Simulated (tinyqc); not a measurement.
# Gate voltage for a given inversion charge

Problem. p-type body, charge-sheet picture, depletion and inversion only, full ionisation (an idealisation for deep acceptors), Boltzmann statistics (rough once Na exp(x - xn) passes about Nc/7). In units of Vt: xg = (Vg - Vfb)/Vt, x = psi/Vt, G = gamma/sqrt(Vt), xn = (2 phiF + Vc)/Vt. The implicit equation is (xg - x)^2 = G^2 [x - 1 + exp(x - xn)] for x above about 3. Cox = eps0 eox/tox. ni = sqrt(Nc Nv) exp(-Eg/(2 Vt)), Eg in volts; phiF = Vt ln(Na/ni); gamma = sqrt(2 q eps0 eps_r Na)/Cox. N_inv = (Cox Vt G/q) [sqrt(x - 1 + exp(x - xn)) - sqrt(x - 1)]. Find x - xn, psi and Vg.

Inputs (values chosen for the exercise); band and dielectric values close to those of silicon: temperature T = 400 K; band gap Eg = 1.11 eV; relative permittivity eps_r = 11.9; conduction-band density of states at T Nc = 4.3e19 cm^-3; valence-band density of states at T Nv = 4.06e19 cm^-3; relative permittivity of the gate insulator (close to silicon dioxide) eox = 3.9; insulator thickness tox = 19 nm; acceptor density Na = 3.5e16 cm^-3; flat-band voltage Vfb = -0.39 V; channel-body voltage Vc = 0 V.

Constants: q = 1.602176634e-19 C, kB = 1.380649e-23 J/K, Vt = kB T/q, eps0 = 8.8541878128e-14 F/cm where lengths are in cm. Results are converted to the units shown.

N_inv = 5.1e10 cm^-2

Answer. N_inv rises steadily with x, so it fixes x; the implicit equation then gives xg directly.

x - xn = 1.29
psi = 0.666 V
Vg = 0.796 V

Computed by the program tinyqc: `OMP_NUM_THREADS=1 python tinyqc.py 2122037 2122038 out.jsonl`, one thread of a shared Intel Xeon 2.30GHz, about 0.01 s for the whole run.
